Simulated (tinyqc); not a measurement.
# Junction parameters from two forward currents

Inverse problem. D(v) = J1 (exp(v/Vt) - 1) + J2 (exp(v/(2 Vt)) - 1). Find J1, J2 and the voltage 2 Vt ln(J2/J1) near which both parts are equal.

Parameters, values chosen for the exercise:
- T = 330 K (temperature)

Constants: q = 1.602176634e-19 C, kB = 1.380649e-23 J/K, Vt = kB T/q. Results are converted to the units shown.

junction voltages (V): [0.29, 0.66]
currents (uA/um): [7.1072745e-6, 0.051552847]

Answer. The current is linear in J1 and J2, so two points give two equations.

J1 = 3.90e-12 uA/um
J2 = 4.30e-8 uA/um
crossover = 0.529 V

Program tinyqc, `OMP_NUM_THREADS=1 python tinyqc.py 2182202 2182203 out.jsonl`; Intel Xeon 2.30GHz, shared host, one thread, about 0.2 s.
